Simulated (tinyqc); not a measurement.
Defect equilibria of an oxide against oxygen pressure (mass action): one step, computed by the program tinyqc. Command: `OMP_NUM_THREADS=1 python tinyqc.py 3004366 3004367 out.jsonl brouwer walk`. One thread of a shared host (Intel(R) Xeon(R) Processor @ 2.30GHz), about 0.01 s of CPU time with the checks.

Defects: oxygen vacancies V (charge +2), electrons n, holes p, the ionic partner X = V_M'' (charge -2), and the dopant. Activities are taken equal to concentrations.

Problem. Conductivities. sigma_n = e n mu_n, sigma_p = e p mu_p, sigma_ion = 2 e [V] mu_V with mu_V = 2 e D/(k_B T) and D = D_0 exp(-E_m/k_B T); only the oxygen vacancies carry ionic current, and the ionic transport number is sigma_ion over the total.

Inputs (values chosen for the exercise, for a model oxide): temperature T = 700 K; electron mobility mu_n = 4 cm^2/(V s); hole mobility mu_p = 0.67 cm^2/(V s); vacancy diffusion prefactor D_0 = 0.0046 cm^2/s; vacancy migration energy E_m = 0.78 eV.

Ionic disorder: Schottky, oxide MO. Dopant (singly charged, fully ionised): acceptor.

n = 5.694344e+13 cm^-3

[V] = 1.450000e+20 cm^-3

p = 106.6851 cm^-3

Constants: k_B = 8.617333262e-05 eV/K; e = 1.602176634e-19 C.

Give: sigma_n; sigma_p; sigma_ion; total conductivity; ionic transport number.

Solution.

sigma_n = 3.6493e-05 S/cm

sigma_p = 1.1452e-17 S/cm

sigma_ion = 1.7166e-05 S/cm

total conductivity = 5.3660e-05 S/cm

ionic transport number = 0.31991

The conductor is mainly n-type electronic here.
